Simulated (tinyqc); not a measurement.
# Gap and mass from two generation rates

Question. In the two-band model the band-to-band tunnelling rate in a uniform field is G = A F^2 exp(-B/F), with B = pi sqrt(m/C) Eg^1.5/4 (V/nm), A = 1e21 (2 q/h) m Eg/(16 pi C B) for G in cm^-3 s^-1 and F in V/nm, C = hbar^2/(2 m0). Find B, A, Eg and m.

Constants: q = 1.602176634e-19 C, hbar = 1.054571817e-34 J s, h = 6.62607015e-34 J s, m0 = 9.1093837015e-31 kg, hbar^2/(2 m0) = 0.0380998212 eV nm^2. Results are converted to the units shown.

G at F = 0.07 and 0.11 V/nm (cm^-3 s^-1): [2.4721451e28, 1.1383399e30]

Solution. The slope of ln(G/F^2) against 1/F is -B and the intercept gives A. The product A B fixes m Eg, and B = (pi/4) Eg sqrt(m Eg/C) then gives Eg.

B = 0.5632 V/nm
A = 1.574e34 cm^-3 s^-1 (V/nm)^-2
Eg = 0.7470 eV
m = 0.04700 m0

Computed by the program tinyqc: `OMP_NUM_THREADS=1 python tinyqc.py 2620041 2620042 out.jsonl`, one thread of a shared Intel Xeon 2.30GHz, about 0.01 s for the whole run.
